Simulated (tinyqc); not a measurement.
From bulk modulus B0 back to B: Tersoff bond-order potential. Computed by tinyqc, a small Python program. Command: `OMP_NUM_THREADS=1 python tinyqc.py 3011622 3011623 out.jsonl tersoff inv`. One thread of a shared host (Intel(R) Xeon(R) Processor @ 2.30GHz), about 0.01 s of CPU time with the checks.

E = (1/2) sum_(i, j != i) [A exp(-lambda r_ij) - b_ij B exp(-mu r_ij)], b_ij = (1 + (beta zeta_ij)^n)^(-1/(2n)), zeta_ij = sum_(k != i, j) g(theta_ijk), g = 1 + c^2/d^2 - c^2/(d^2 + (h - cos theta)^2), with theta at atom i. Only nearest neighbours count (cut-off function 1 for them, 0 beyond).

Inputs (values chosen for the exercise, modelled on silicon): A = 1817.4 eV; lambda = 2.4799 1/angstrom; mu = 1.7322 1/angstrom; beta = 1.14e-06; n = 0.7945; c = 101300; d = 16.27; h = -0.5846.

Constants: 1 eV/angstrom^3 = 160.2176634 GPa.

Method:
- zeta = 3 g(cos theta = -1/3).
- With z equal bonds of order b, r = ln(lambda A/(mu b B))/(lambda - mu) and E per atom = -(z/2) b B exp(-mu r)(1 - mu/lambda).
- a0 = 4 r/sqrt3; B0 = phi''(r)/(3 a0) with phi'' = mu (lambda - mu) b B exp(-mu r), since b does not change under uniform scaling.

Question. A run gave the result below. Find the B, known to lie between 360 and 540 eV.

bulk modulus B0 = 64.65356 GPa

Answer.

Each step takes the trial c = (a f_b - b f_a)/(f_b - f_a), f being the result less the target and a, b, c the logarithms of the listed values; c replaces end b, the old b replaces a if the sign of f changed, and otherwise f_a is halved.

Scan of the range:
```
B (eV)  bulk modulus B0 (GPa)
360                    35.910
385                    46.412
412                    60.204
441                    78.269
472                   101.864
505                   132.589
540                   172.474
```

False position (Illinois rule, in the logarithm of the input) inside the bracket:
```
step    end a    end b    trial  bulk modulus B0 (GPa)
1     412.000  441.000  418.961                64.2157
2     441.000  418.961  419.630                64.6121
3     441.000  419.630  419.756                64.6870
4     419.630  419.756  419.700                64.6535
5     419.756  419.700  419.700                64.6536
```

Bulk modulus B0 rises at every point of a 13-point scan of the range (every second point is shown), so one value fits; it is bracketed by 412 and 441. Answer: B = 419.7 eV.
